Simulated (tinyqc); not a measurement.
# Electron density from the centroid

Inverse problem. In the Fang-Howard model the centroid is 3/b with b^3 = 6 (mz1/C) q (Nd + 11 Ns/32)/(eps0 eps_r), C = hbar^2/(2 m0), the field in eV/nm. Find b and Ns.

Inputs (values chosen for the exercise); masses and permittivity close to those of silicon (100):
```
symbol,value,unit,meaning
eps_r,11.6,,relative permittivity
mz1,0.92,m0,mass along z of valley set A (2 valley(s))
Nd,4.7e11,cm^-2,sheet density of depletion charge
```

Constants: q = 1.602176634e-19 C, hbar = 1.054571817e-34 J s, m0 = 9.1093837015e-31 kg, eps0 = 8.8541878128e-14 F/cm where lengths are in cm, hbar^2/(2 m0) = 0.0380998212 eV nm^2. Results are converted to the units shown.

centroid = 1.5113433 nm

Answer. b = 3/centroid gives Nd + 11 Ns/32, from which the depletion charge is taken off.

b = 1.98 1/nm
Ns = 8.70e12 cm^-2

Computed by the program tinyqc: `OMP_NUM_THREADS=1 python tinyqc.py 2160153 2160154 out.jsonl`, one thread of a shared Intel Xeon 2.30GHz, about 1 s for the whole run.
